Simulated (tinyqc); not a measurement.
Tight binding, dimerised chain, step by step. Computed by tinyqc, a small Python program that keeps every step. Settings: t1 = 1.83, t2 = 1.94, delta = 0, points = 6, cells = 3. Command: `OMP_NUM_THREADS=1 python tinyqc.py 29655 29656 out.jsonl` (the two numbers bound the seeds that draw the settings). One thread of a shared host (Intel(R) Xeon(R) Processor @ 2.60GHz), about 0.01 s of CPU time with the checks.

## Bloch Hamiltonian at k

Parameters chosen for this model:
```
parameter     value                      unit
t1         1.830000       eV, inside the cell
t2         1.940000         eV, between cells
delta             0  eV, +/- on the two sites
```

k point k (2 pi / a): [0.380000]

H_AA = +delta, H_BB = -delta, H_AB = -t1 - t2 exp(-i k a).

H(k) at k (eV), order A, B:
$$\begin{pmatrix}
0.000000 & -0.415801+1.328021i \\
-0.415801-1.328021i & 0.000000
\end{pmatrix}$$

## Levels at k

Diagonalise the Hermitian matrix.

eigenvalues (eV): [-1.391593, 1.391593]

weights |c|^2 of the basis functions, order A, B:
$$\begin{pmatrix}
0.500000 & 0.500000 \\
0.500000 & 0.500000
\end{pmatrix}$$

## Bloch Hamiltonian at X

k point X (2 pi / a): [0.500000]

As before.

H(k) at X (eV), order A, B:
$$\begin{pmatrix}
0.000000 & 0.110000 \\
0.110000 & 0.000000
\end{pmatrix}$$

## Levels at X

As before.

eigenvalues (eV): [-0.110000, 0.110000]

weights |c|^2 of the basis functions, order A, B:
$$\begin{pmatrix}
0.500000 & 0.500000 \\
0.500000 & 0.500000
\end{pmatrix}$$

## Bands along a path

The same steps at evenly spaced points between the labelled ones.

Bands along the path (eV):
```
k            band 1    band 2
G         -3.770000  3.770000
G-X 0.25  -3.483280  3.483280
G-X 0.50  -2.666927  2.666927
G-X 0.75  -1.446291  1.446291
X         -0.110000  0.110000
```

With 1 band(s) filled, the highest filled level on these points lies at X and the lowest empty one at X: a gap of 0.2200 eV, direct.

## Berry (Zak) phase of the lower band

On 6 points k_j = j/N: phase = -Im ln of the product of <u_j|u_(j+1)>, closed with u_N = u_0 (the cell-periodic part is taken without the site positions). Single arguments depend on the phases chosen for the u_j; only their sum modulo 2 pi does not.

Overlaps:
```
j  |<u_j|u_j+1>|  argument (rad)
0       0.963712       -0.270221
1       0.961435       -0.278624
2       0.521703        2.119642
3       0.521703        2.119642
4       0.961435       -0.278624
5       0.963712       -0.270221
```

phase / pi, folded into (-1, 1] = 1.000000

## Open chain of 3 cells

H of the open chain (eV):
$$\begin{pmatrix}
0.000000 & -1.830000 & 0.000000 & 0.000000 & 0.000000 & 0.000000 \\
-1.830000 & 0.000000 & -1.940000 & 0.000000 & 0.000000 & 0.000000 \\
0.000000 & -1.940000 & 0.000000 & -1.830000 & 0.000000 & 0.000000 \\
0.000000 & 0.000000 & -1.830000 & 0.000000 & -1.940000 & 0.000000 \\
0.000000 & 0.000000 & 0.000000 & -1.940000 & 0.000000 & -1.830000 \\
0.000000 & 0.000000 & 0.000000 & 0.000000 & -1.830000 & 0.000000
\end{pmatrix}$$

The same hoppings without the wrap-around bond.

levels (eV): [-3.393684, -2.336553, -0.772869, 0.772869, 2.336553, 3.393684]

weights of the highest filled level on the sites: [0.281047, 0.050129, 0.168824, 0.168824, 0.050129, 0.281047]

The bulk gap runs from -0.1100 to 0.1100 eV; no level of this chain lies inside it.
